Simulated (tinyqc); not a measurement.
Worked calculation: ellipsoidal valleys in the axes of a wafer and a channel. Values are carried at full precision from step to step, so a last printed digit may differ when a step is redone from the rounded ones.

Valleys with axes a along [111], [1-1-1], [-11-1] and [-1-11], one whole valley each; inverse mass tensor w = 1/mt + (1/ml - 1/mt) a a. Device axes: z = nz/|nz|, x = nx/|nx|, y = z cross x; in them a = (ax, ay, az). Confinement mass mz = 1/w_zz. In the plane w_ij is replaced by u_ij = w_ij - w_iz w_jz/w_zz (i, j = x, y); density-of-states mass md = 1/sqrt(det u); conductivity mass along x mc = 1/u_xx; ballistic transport mass mx = u_yy/det u, width mass my = 1/u_yy.

Constants: hbar^2/2m0 = 3.80998211 eV angstrom^2; kB = 8.617333262e-05 eV/K.

Inputs chosen for the exercise (near those of the L valleys of Ge; not measured data):
- ml = 1.591 m0 (longitudinal mass)
- mt = 0.085 m0 (transverse mass)
- nz = (0, 0, 1) (surface normal (confinement))
- nx = (1, 0, 0) (channel direction)
- t = 6.8 nm (thickness of the film)
- T = 300 K (temperature)

## Device axes and valley axes

Give the rows x, y, z in cubic components and each valley axis in device components.

device axes:
```
,[100],[010],[001]
x,1.0000,0.0000,0.0000
y,0.0000,1.0000,0.0000
z,0.0000,0.0000,1.0000
```

valley axes:
```
,ax,ay,az
[111],0.57735,0.57735,0.57735
[1-1-1],0.57735,-0.57735,-0.57735
[-11-1],-0.57735,0.57735,-0.57735
[-1-11],-0.57735,-0.57735,0.57735
```

## Tensors of the valley [1-1-1]

Form w and the reduced tensor u.

w (1/m0):
```
,x,y,z
x,8.0526,3.7121,3.7121
y,3.7121,8.0526,-3.7121
z,3.7121,-3.7121,8.0526
```

u (1/m0):
```
,x,y
x,6.3415,5.4232
y,5.4232,6.3415
```

The axis is tilted against the normal, so w_xz or w_yz is not zero and the reduction changes the masses in the plane.

## Masses of all valleys

Give mz, md, mc, mx and my.

Masses (m0):
```
valley,mz,md,mc,mx,my
[111],0.1242,0.3042,0.1577,0.5870,0.1577
[1-1-1],0.1242,0.3042,0.1577,0.5870,0.1577
[-11-1],0.1242,0.3042,0.1577,0.5870,0.1577
[-1-11],0.1242,0.3042,0.1577,0.5870,0.1577
```

mz md^2 = ml mt^2 = 0.01149 for every valley, so a heavy confinement mass comes with a small density of states. On this face all axes make the same angle with the normal.

## Subbands and shares in a film

Hard walls: E_n = c (n pi/t)^2/mz, c = hbar^2/2m0, n = 1, 2, 3. Non-degenerate share of a valley proportional to md sum_n exp(-E_n/kT); mean 1/mc = sum of share/mc. 1 nm = 10 angstrom.

Give the ladders, the shares and the mean conductivity mass.

Subbands:
```
valley,E1 (meV),E2 (meV),E3 (meV),share
[111],65.5,261.9,589.4,0.250
[1-1-1],65.5,261.9,589.4,0.250
[-11-1],65.5,261.9,589.4,0.250
[-1-11],65.5,261.9,589.4,0.250
```

mean mc = 0.1577 m0

The lowest ladder ([111], [1-1-1], [-11-1] and [-1-11]) holds 100 % of the electrons in these valleys: all valleys have the same mz and md on this face, though not always the same mc.

## Checks

- mz md^2 against ml mt^2: they agree to 1e-10 or better.
- mx my against md^2: they agree to 1e-10 or better.

Computed by tinyqc, a small Python program: `OMP_NUM_THREADS=1 python tinyqc.py 1850776 1850777 out.jsonl` (the numbers bound the seed that draws the inputs); one thread of a shared host (Intel(R) Xeon(R) Processor @ 2.30GHz), about 0.01 s for the whole set of steps.
